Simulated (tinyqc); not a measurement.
LCCD on RHF in the sto-3g basis, for H2, spin multiplicity 1, step by step. One step of it, computed by the program tinyqc.

Task: Iteration 1: building the Fock matrix. J_ij = sum D_kl (ij|kl), K_ij = sum D_kl (ik|jl); F = H + J - 0.5 K; E = tr D H + tr D J / 2 - 0.25 tr D K + E_nn.

D at the start:
```
          1H 1s     2H 1s
1H 1s  0.619445  0.619445
2H 1s  0.619445  0.619445
```

core Hamiltonian H = T + V (hartree):
```
           1H 1s      2H 1s
1H 1s  -1.077619  -0.879079
2H 1s  -0.879079  -1.077619
```

Two-electron integrals (ij|kl) in chemists' order, unique and non-zero (hartree):
```
(11|11) 0.774606   (21|11) 0.405473   (21|21) 0.253527   (22|11) 0.543994
(22|21) 0.405473   (22|22) 0.774606
```

nuclear repulsion = 0.65330520 hartree

Give: Coulomb J; exchange K; Fock matrix F; total energy of this density.

Result:

Coulomb J (hartree):
```
       1H 1s  2H 1s
1H 1s  1.319  0.816
2H 1s  0.816  1.319
```

exchange K (hartree):
```
       1H 1s  2H 1s
1H 1s  1.139  0.996
2H 1s  0.996  1.139
```

Fock matrix F (hartree):
```
        1H 1s   2H 1s
1H 1s  -0.328  -0.561
2H 1s  -0.561  -0.328
```

total energy of this density = -1.10940 hartree
